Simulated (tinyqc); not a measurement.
# Worked calculation: capacitance measurement on a leaky thin oxide: effects of series resistance and leakage

Computed by the program tinyqc: `OMP_NUM_THREADS=1 python tinyqc.py 2022144 2022145 out.jsonl`, one thread of a shared Intel Xeon 2.30GHz, about 0.01 s for the whole run. Printed values are rounded.

The device is a capacitance C in parallel with a leakage conductance G, in series with Rs and Ls. An impedance meter reports either a parallel pair (Cp, Gp) from Y = 1/Z = Gp + i w Cp or a series pair (Cs, Rm) from Z = Rm + 1/(i w Cs); w = 2 pi f, dissipation D = Gp/(w |Cp|).

Inputs (values chosen for the exercise); values of the order met in thin-oxide MOS capacitors:
- eox = 22.3 (relative permittivity of the gate insulator (close to hafnium oxide))
- tox = 3.6 nm (insulator thickness)
- A = 400 um^2 (gate area)
- zc = 0.29 nm (oxide-equivalent thickness added by the accumulation layer)
- zp = 0 nm (oxide-equivalent thickness added by gate depletion)
- Jg = 0.06 A/cm^2 (gate leakage current density, not matched to the thickness)
- Vs = 0.16 V (voltage for an e-fold rise of the leakage)
- Rs = 18 ohm (series resistance)
- Ls = 190 nH (series inductance)
- f = 2e5 Hz (measuring frequency)

Constants: eps0 = 8.8541878128e-14 F/cm where lengths are in cm. Results are converted to the units shown.

## True capacitance and conductance

EOT = 3.9 tox/eox; CET = EOT + zc + zp; C = 3.9 eps0 A/CET; G = Jg A/Vs.

EOT = 0.6295964 nm
CET = 0.9195964 nm
C = 15.02021 pF
G = 1.5 uS

## What the meter reports

Z = Rs + i w Ls + 1/(G + i w C).

Z = (0.420194-5.264752i) x 1e4 ohm
Cp = 15.01947 pF
Gp = 1.506385 uS
Cs = 15.11514 pF
D = 0.07981265

Cp is within 0.01 % of C and Cs is 0.63 % above it; G Rs = 2.70e-5, w C Rs = 3.40e-4 and G/(w C) = 0.0795.
